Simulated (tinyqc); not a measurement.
p-n heterojunction, non-linear Poisson equation by Newton steps, Boltzmann statistics: two steps of the calculation.

One dimension, material 1 (p-type) at x < 0 and material 2 (n-type) at x > 0. Band edges: Ec = -psi in material 1 and -psi + dEc in material 2, Ev = Ec - Eg. Flat quasi-Fermi levels: 0 for holes, +V for electrons. n = Nc F((EFn - Ec)/Vt), p = Nv F((Ev - EFp)/Vt), with F(eta) = exp(eta) (Boltzmann statistics); full ionisation, no interface charge, classical densities; the doping types are chosen for the exercise. The polarisation charge of real nitride interfaces, of order 1e13 cm^-2, is left out.

Parameters, values chosen for the exercise; band and dielectric values close to those of GaN and AlGaN:

| symbol | value | unit | meaning |
|---|---|---|---|
| T | 400 | K | temperature |
| Eg1 | 3.38 | eV | band gap of material 1 |
| Nv1 | 7.11e19 | cm^-3 | valence-band density of states of material 1 |
| Eg2 | 4.03 | eV | band gap of material 2 |
| Nc2 | 4.56e18 | cm^-3 | conduction-band density of states of material 2 |
| dEc | 0.39 | eV | conduction-band offset Ec2 - Ec1 |
| N1 | 2.4e18 | cm^-3 | acceptor density of material 1 |
| N2 | 2.4e16 | cm^-3 | donor density of material 2 |
| V | 0 | V | bias of side 1 against side 2 |

Constants: q = 1.602176634e-19 C, kB = 1.380649e-23 J/K, Vt = kB T/q. Results are converted to the units shown.

Question 1. Offsets and end potentials. dEv = Ev1 - Ev2 = Eg2 - Eg1 - dEc. Neutrality of the majority carriers far from the junction: Nv1 F((-psi_L - Eg1)/Vt) = N1 and Nc2 F((V + psi_R - dEc)/Vt) = N2. Total bending psi_R - psi_L.

Wanted: dEv; psi_L; psi_R; psi_R - psi_L.

Answer 1.

dEv = 0.2600 eV
psi_L = -3.263 V
psi_R = 0.2091 V
psi_R - psi_L = 3.472 V

The alignment is straddling (type I): dEc and dEv have the same sign.

Question 2. Newton step. Solve the tridiagonal system a_(i-1) d_(i-1) + b_i d_i + a_i d_(i+1) = -F_i for nodes 1 to 10, with d = 0 on fixed nodes. Each component d is damped to sign(d) Vt ln(1 + |d|/Vt) before it is added.

coupling a_i, interval 0 to 10 (F/cm^2): 9.5306876e-7  1.2293206e-6  1.5650022e-6  2.0052747e-6  2.5183874e-6  1.0993054e-6  4.8953442e-7  2.1780355e-7  9.7090021e-8  4.3099750e-8  1.9257335e-8

```
node  diagonal b (F/cm^2)  residual F (C/cm^2)
1           -1.0813193e-5       -5.2197812e-10
2           -8.5755138e-6        -1.2095472e-8
3           -6.0754288e-6        -6.0354612e-8
4           -5.2259206e-6         8.0120391e-6
5           -3.6183923e-6        -8.1903810e-6
6           -1.5909370e-6         4.7242343e-9
7           -7.1644816e-7         9.5273982e-9
8           -3.9853417e-7         1.5699610e-8
9           -1.2165539e-6         1.0037312e-8
10          -3.4584968e-6        9.7354750e-11
```

psi after iteration 1, node 0 to 11 (V): -3.2631966  -3.2624771  -3.2572398  -3.2368341  -3.2015465  0.0558423  0.0658039  0.0885264  0.1370797  0.1971934  0.2089620  0.2091386

Wanted: Newton step d, before damping; psi after iteration 2.

Answer 2.

Newton step d, before damping, node 1 to 10 (V): -0.0002  -0.0010  0.0023  0.0378  -3.1047  -2.8555  -2.3177  -1.2495  -0.0915  -0.0011
psi after iteration 2, node 0 to 11 (V): -3.2632  -3.2626  -3.2582  -3.2346  -3.1760  -0.0997  -0.0869  -0.0570  0.0124  0.1525  0.2079  0.2091

tinyqc, about 0.05 s, one thread, Intel Xeon 2.30GHz (shared host): `OMP_NUM_THREADS=1 python tinyqc.py 2040089 2040090 out.jsonl`
